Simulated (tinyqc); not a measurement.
Inside a calculation. Model: on-chip power grid, static voltage drop by conjugate gradients.

Program tinyqc, `OMP_NUM_THREADS=1 python tinyqc.py 2770189 2770190 out.jsonl`; Intel Xeon 2.30GHz, shared host, one thread, about 0.3 s. Printed values are rounded.

A grid of 3 rows and 3 columns, node k = 3 row + column. Neighbours in a row are joined by Rx, in a column by Ry; pad nodes, which reach the supply through Rp: 0. Each node draws I0, node 2 draws kh I0. The drops u = Vdd - V solve G u = i, with G the conductance matrix (1/Rp added on the diagonal at pad nodes).

Inputs (values chosen for the exercise):

| symbol | value | unit | meaning |
|---|---|---|---|
| Vdd | 0.65 | V | supply voltage |
| Rx | 0.12 | ohm | resistance of a horizontal segment |
| Ry | 1.1 | ohm | resistance of a vertical segment |
| Rp | 0.1 | ohm | resistance from a pad node to the supply |
| I0 | 8.2 | mA | load current of an ordinary node |
| kh | 1 |  | factor on the load at the hot node |

## Diagonal of G, loads and first direction

G_kk = sum of the conductances at node k. Start u = 0, so the residual is r = i; z = r/G_kk (Jacobi preconditioner), p = z.

G_kk (S):
```
         col 0    col 1    col 2
row 0  19.2424  17.5758  9.24242
row 1  10.1515  18.4848  10.1515
row 2  9.24242  17.5758  9.24242
```

r at the start (mA):
```
       col 0  col 1  col 2
row 0    8.2    8.2    8.2
row 1    8.2    8.2    8.2
row 2    8.2    8.2    8.2
```

p at the start (mV):
```
          col 0     col 1     col 2
row 0  0.426142  0.466552  0.887213
row 1  0.807761  0.443607  0.807761
row 2  0.887213  0.466552  0.887213
```

## Iteration 1: conjugate-gradient step

u at the start (mV):
```
       col 0  col 1  col 2
row 0      0      0      0
row 1      0      0      0
row 2      0      0      0
```

q = G p; with z = r/G_kk: a = (r.z)/(p.q); u(new) = u + a p; r(new) = r - a q; b = (r.z)(new)/(r.z); p(new) = z(new) + b p.

q (mA):
```
         col 0     col 1    col 2
row 0  3.57774  -3.14790  3.57774
row 1  3.30932  -6.11096  2.89016
row 2  3.57774  -6.99016  3.57774
```

a = 5.78767

u after iteration 1 (mV):
```
         col 0    col 1    col 2
row 0  2.46637  2.70025  5.13490
row 1  4.67506  2.56745  4.67506
row 2  5.13490  2.70025  5.13490
```

r after iteration 1 (mA):
```
          col 0    col 1     col 2
row 0  -12.5068  26.4190  -12.5068
row 1  -10.9533  43.5683   -8.5273
row 2  -12.5068  48.6568  -12.5068
```

b = 7.12020

p after iteration 1 (mV):
```
         col 0    col 1    col 2
row 0  2.38425  4.82509  4.96394
row 1  4.67244  5.51554  4.91141
row 2  4.96394  6.09034  4.96394
```

## Iteration 2: conjugate-gradient step

As before.

q (mA):
```
         col 0    col 1    col 2
row 0   1.4220  18.5556   1.2048
row 1  -5.2106  12.1653  -5.1299
row 2  -9.1217  19.2960  -9.3390
```

a = 2.49389

u after iteration 2 (mV):
```
         col 0    col 1    col 2
row 0   8.4124  14.7335  17.5144
row 1  16.3276  16.3226  16.9236
row 2  17.5144  17.8889  17.5144
```

r after iteration 2 (mA):
```
          col 0     col 1     col 2
row 0  -16.0532  -19.8566  -15.5114
row 1    2.0415   13.2293    4.2660
row 2   10.2418    0.5347   10.7836
```

b = 0.274595

p after iteration 2 (mV):
```
          col 0    col 1     col 2
row 0  -0.17956  0.19517  -0.31521
row 1   1.48413  2.23022   1.76888
row 2   2.47120  1.70280   2.52982
```

## Course of the conjugate-gradient iteration

Stop when |r| is below 1e-9 mA.

Course of the iteration:
```
iteration  largest u (mV)  |r| (mA)
1                 5.13490      76.0
2                 17.8889      36.2
3                 25.0810      66.6
4                 34.0806      16.3
5                 35.7318      21.2
6                 38.1476      11.7
7                 38.9826      1.95
8                 38.9788   < 1e-11
```

Converged in 8 iterations for 9 unknowns; in exact arithmetic the method needs at most 9. The condition number of the scaled matrix is 97.0. Gauss-Seidel sweeps in node order need 583 to reach the same residual.

## Worst drop, pad currents and power lost

converged u (mV):
```
         col 0    col 1    col 2
row 0   7.3800  12.8342  15.4365
row 1  29.5435  29.9558  30.2714
row 2  38.9072  38.9447  38.9788
```

Pad current u/Rp; worst drop as a share of Vdd; power lost in the grid and pads sum_k i_k u_k; power delivered sum_k i_k (Vdd - u_k).

worst drop = 38.9788 mV
share of Vdd = 5.99674 %
pad currents (mA): node 0 73.8
power lost = 1.98647 mW
power delivered = 45.9835 mW

The pad currents add up to the total load, 73.80 mA. The worst drop is at node 8.
